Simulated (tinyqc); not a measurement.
# Changing the magnetic field B

Model: hydrogenic impurity: series, fields, screening, photoionisation and donor-acceptor pairs. Computed by tinyqc, a small Python program. Command: `OMP_NUM_THREADS=1 python tinyqc.py 3018286 3018287 out.jsonl hydrogenic sweep`. One thread of a shared host (Intel(R) Xeon(R) Processor @ 2.30GHz), about 0.02 s of CPU time with the checks.

One isotropic, parabolic band. Effective units: Ry* and a*, in which H = -nabla^2 - 2/r.

Inputs (values chosen for the exercise, modelled on GaSb): electron mass m = 0.0403 m_0; dielectric constant eps = 16.2.

Parts treated: magnetic field and screening.

Constants: Ry = 13.605693123 eV; a_0 = 0.529177210903 angstrom; h x 1 THz = 4.135667696 meV; mu_B = 5.7883818060e-05 eV/T.

Method. Ry* = Ry m/eps^2, a* = a_0 eps/m; level n is bound by Ry*/n^2; <r> = (3/2) a* in 1s; lines 1s -> np at Ry* (1 - 1/n^2); 1 THz = 4.135667696 meV. gamma = hbar omega_c/(2 Ry*) = mu_B B/(m Ry*). For m_z = 0, H = -nabla^2 - 2/r + gamma^2 rho^2/4, and the band edge moves to gamma Ry*. Basis: exp(-al rho^2 - be z^2), al_k = 0.02 x 2.4^k + gamma/4 x c with k = 0..11, be_k = 0.02 x 2.4^k and c = 0, 0.5, 1 (36 functions). With A = al_i + al_j, B = be_i + be_j (not the field) and the common factor pi^(3/2) dropped: S = 1/(A sqrt(B)), kinetic S (4 al_i al_j/A + 2 be_i be_j/B), <rho^2> = S/A, <1/r> = (2/sqrt(pi)) atanh(u)/(A u), u = sqrt(1 - B/A), which is (2/sqrt(pi))/A when A = B; overlap eigenvalues below 1e-11 are dropped. Binding = (gamma - E) Ry*; the spin term shifts level and edge alike.

One run for each value; columns: (1) magnetic field B (T); (2) binding energy in the field (meV); (3) ground level (meV); (4) gamma; (5) magnetic length a*/sqrt(gamma) (angstrom):
```
(1)       (2)     (3)     (4)     (5)
0.19   2.3447  -2.072   0.131  588.58
0.36   2.5459  -2.029   0.247  427.59
0.66   2.8516  -1.904   0.454  315.80
1.20   3.2955  -1.572   0.825  234.20
2.30   3.9714  -0.668   1.581  169.17
4.30   4.8426   1.334   2.956  123.72
8.10   5.9816   5.653   5.569   90.14
15.00  7.3798  14.165  10.312   66.24
```

Describe and explain the trends.

Over the rows, binding energy in the field (meV) rises from 2.34 to 7.38 (exponent d ln y / d ln x 0.13 between the first rows and 0.34 between the last); ground level (meV) rises from -2.07 to 14.2; gamma rises from 0.131 to 10.3 (exponent d ln y / d ln x about 1.00 throughout). The band edge rises as gamma Ry*, the donor level at first only as gamma^2/2, so the binding grows; it grows more slowly once the magnetic length is below a*.
